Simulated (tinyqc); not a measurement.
Landau-Devonshire theory of a uniaxial ferroelectric: one step, computed by the program tinyqc. Command: `OMP_NUM_THREADS=1 python tinyqc.py 3008095 3008096 out.jsonl ferro walk`. One thread of a shared host (Intel(R) Xeon(R) Processor @ 2.30GHz), about 0.01 s of CPU time with the checks.

G(P) = (alpha/2) P^2 + (beta*/4) P^4 + (gamma/6) P^6 - E P per volume, SI units, one domain, P along the polar axis, which is normal to the film.

Question. Coefficients at T. alpha = alpha_0 (T - T0*), with clamping: T0* = T0 + 4 Q12 u_m/(alpha_0 (s11 + s12)), beta* = beta + 4 Q12^2/(s11 + s12).

Inputs (values chosen for the exercise, for a model ferroelectric):
```
quantity                        value         unit
alpha_0                      1.31e+06  J m/(C^2 K)
Curie-Weiss temperature T0        690            K
beta                        -3.56e+08    J m^5/C^4
temperature T                     581            K
misfit strain u_m             -0.0029            -
electrostriction Q12           -0.038      m^4/C^2
compliance s11 + s12          3.6e-12        m^2/N
```

Sample: epitaxial film.

Give: T0*; alpha; beta*.

Answer.

T0* = 783.47 K

alpha = -2.6523e+08 J m/C^2

beta* = 1.2484e+09 J m^5/C^4

Compression raises T0 by 93 K. beta* > 0: the transition is of second order, although the free crystal has a first-order one.
